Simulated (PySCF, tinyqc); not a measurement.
Inside a calculation. Method: RHF in the sto-6g basis, for H6, spin multiplicity 1. The lowest restricted solution is unstable here: a spin-polarised one lies 0.1148 hartree lower (PySCF). One step of it, computed by the program tinyqc.

Problem. Orthogonalisation. S = U s U^T; symmetric (Loewdin) form X = U s^(-1/2) U^T, so that X^T S X = 1.

overlap S:
```
          1H 1s     2H 1s     3H 1s     4H 1s     5H 1s     6H 1s
1H 1s  1.000000  0.291786  0.029606  0.002020  0.000089  0.000003
2H 1s  0.291786  1.000000  0.289346  0.029658  0.001991  0.000089
3H 1s  0.029606  0.289346  1.000000  0.292194  0.029606  0.002020
4H 1s  0.002020  0.029658  0.292194  1.000000  0.288941  0.029606
5H 1s  0.000089  0.001991  0.029606  0.288941  1.000000  0.292194
6H 1s  0.000003  0.000089  0.002020  0.029606  0.292194  1.000000
```

Give: eigenvalues of S; X.

Solution.

eigenvalues of S: 0.515  0.636  0.833  1.092  1.358  1.566

X:
```
        1H 1s   2H 1s   3H 1s   4H 1s   5H 1s   6H 1s
1H 1s   1.035  -0.160   0.020  -0.003   0.000   0.000
2H 1s  -0.160   1.071  -0.164   0.021  -0.003   0.000
3H 1s   0.020  -0.164   1.072  -0.166   0.021  -0.003
4H 1s  -0.003   0.021  -0.166   1.072  -0.164   0.020
5H 1s   0.000  -0.003   0.021  -0.164   1.071  -0.160
6H 1s   0.000   0.000  -0.003   0.020  -0.160   1.035
```
